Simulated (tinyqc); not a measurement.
MOS capacitor on a p-type substrate, surface potential from the exact charge relation: one step of the calculation.

Uniform p-type substrate, Boltzmann statistics, full ionisation, classical densities. psi is the surface potential against the body (positive when the bands bend down) and u = psi/Vt. Traps are spread evenly over the gap and neutral at flat band, so their charge is -q Dit psi; the minority quasi-Fermi level is shifted by Vb.

Question. Newton step for the surface potential. u = psi/Vt; F^2 = exp(-u) + u - 1 + r (exp(u) - u - 1); Qs = -sign(u) Q0 F; Cs = -dQs/dpsi = (Q0/Vt) |1 - exp(-u) + r (exp(u) - 1)|/(2 F). f = Vfb + psi + (q Dit psi - Qs)/Cox - Vg, f' = 1 + (Cs + q Dit)/Cox, psi(new) = psi - f/f'.

Inputs (values chosen for the exercise); band and dielectric values close to those of In0.53Ga0.47As: temperature T = 300 K; density of interface traps Dit = 3.2e12 cm^-2 eV^-1; gate voltage against the body Vg = 3.59 V.

Constants: q = 1.602176634e-19 C, kB = 1.380649e-23 J/K, Vt = kB T/q. Results are converted to the units shown.

psi after iteration 1 = 0.72415819 V
Cox = 0.23020888 uF/cm^2
Vfb = -0.39571585 V
Q0 = 31.455573 nC/cm^2
r = 1.0116755e-10

Give: u; F; Qs; Cs; f; f'; psi after iteration 2.

Answer.

u = 28.012
F = 13.231
Qs = -416.17 nC/cm^2
Cs = 6.8531 uF/cm^2
f = 0.15902 V
f' = 32.996
psi after iteration 2 = 0.71934 V

Numbers from tinyqc (`OMP_NUM_THREADS=1 python tinyqc.py 2060034 2060035 out.jsonl`; about 0.01 s on one thread of a shared Intel Xeon 2.30GHz).
